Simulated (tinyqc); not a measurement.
Inside a calculation: inversion layer as a triangular well, valleys of the Si type. Values are carried at full precision from step to step, so a last printed digit may differ when a step is redone from the rounded ones.

Six ellipsoidal valleys with their long axes along the cube axes, mass ml along the axis and mt across it. For a valley whose axis makes the angle theta with the surface normal, 1/m_z = cos^2(theta)/ml + sin^2(theta)/mt sets the confinement; in the plane the masses are m_1 = mt and m_2 = ml mt/m_z, and m_d = sqrt(m_1 m_2).

Constants: e^2/(4 pi eps0) = 14.39964547 eV angstrom; hbar^2/2m0 = 3.80998211 eV angstrom^2; kB = 8.617333262e-05 eV/K.

Inputs chosen for the exercise (near those of Si; not measured data): ml = 0.915 m0 (longitudinal mass); mt = 0.187 m0 (transverse mass); face = 110 (surface); eps = 11.6 (dielectric constant); Ns = 4 x 1e12/cm^2 (electron sheet density); Nd = 0.53 x 1e12/cm^2 (depletion charge); eta = 0.5 (share of Ns in the effective field); T = 150 K (temperature); tox = 13 angstrom (SiO2-equivalent oxide thickness).

## Valley masses on the (110) face

Group the valleys by their angle to the normal, heaviest m_z first.

Valleys (masses in m0):
```
valleys g  cos^2(theta)     m_z     m_1     m_2     m_d
4                0.5000  0.3105  0.1870  0.5510  0.3210
2                0.0000  0.1870  0.1870  0.9150  0.4136
```

The 4 valleys with the heaviest m_z will give the lowest ladder of subbands.

## Effective field

The field is taken as constant, e F = 4 pi (e^2/4 pi eps0)(Nd + eta Ns)/eps, with 1e12/cm^2 = 1e-4/angstrom^2, and the oxide as a hard wall at z = 0; c = hbar^2/2m0.

Find e F, and F in MV/cm (1 MV/cm = 0.01 V/angstrom).

e F = 0.00394661 eV/angstrom
F = 0.3947 MV/cm

## Subband ladders

Level j of a valley lies at E_j = a_j (c (e F)^2/m_z)^(1/3) above the band edge at the surface, with the Airy zeros a_j = 2.338107, 4.087949, 5.520560, 6.786708, 7.944134, 9.022651, 10.040174, 11.008524, 11.936016, 12.828777, and has <z> = 2 E_j/(3 e F).

The ten lowest levels of all groups of valleys together, j = 0, 1, ..., c = hbar^2/2m0; primes mark the groups with lighter m_z.

Subbands:
```
label  valleys g  m_d (m0)  E (eV)  <z> (angstrom)
0              4    0.3210  0.1347           22.75
0'             2    0.4136  0.1595           26.94
1              4    0.3210  0.2355           39.77
1'             2    0.4136  0.2788           47.10
2              4    0.3210  0.3180           53.71
2'             2    0.4136  0.3766           63.61
3              4    0.3210  0.3909           66.03
4              4    0.3210  0.4576           77.29
3'             2    0.4136  0.4629           78.20
5              4    0.3210  0.5197           87.79
```

The second subband is 0', 24.8 meV above the first. Levels above about 0.5 eV lie beyond parabolic valleys.

## Fermi level and populations

Subband i holds n_i = g m_d/(2 pi c) kB T ln(1 + exp((EF - E_i)/kB T)) (spin included), and EF is fixed by sum n_i = Ns over the levels listed or, where none are listed, over j = 0 to 9 of each group; 1e12/cm^2 = 1e-4/angstrom^2.

Solve for EF; c = hbar^2/2m0. The mean distance is sum n_i <z>_i/Ns.

EF = 0.1296 eV

Populations:
```
label  (EF - E)/kB T  n (1e12/cm^2)  share (%)
0              -0.39          3.576       89.4
0'             -2.31          0.422       10.5
1              -8.19          0.002        0.0
1'            -11.55          0.000        0.0
2             -14.57          0.000        0.0
2'            -19.11          0.000        0.0
3             -20.22          0.000        0.0
4             -25.37          0.000        0.0
3'            -25.79          0.000        0.0
5             -30.18          0.000        0.0
```

mean distance from the surface = 23.20 angstrom

The lowest subband holds 89.4 % of the electrons and is partly degenerate (EF within a few kB T of its edge).

## Effect on the gate capacitance

The charge sits at the mean distance <z> from the surface, which adds (3.9/eps) <z> to the oxide thickness; C/Cox = tox/(tox + 3.9 <z>/eps). The density-of-states term is left out.

added thickness = 7.80 angstrom
C/Cox = 0.625

## Checks

- Lowest level by finite differences against the Airy formula, eV: both 0.1347.

(tinyqc, `OMP_NUM_THREADS=1 python tinyqc.py 1252381 1252382 out.jsonl`, Intel(R) Xeon(R) Processor @ 2.30GHz, 1 thread, shared host, about 0.03 s.)
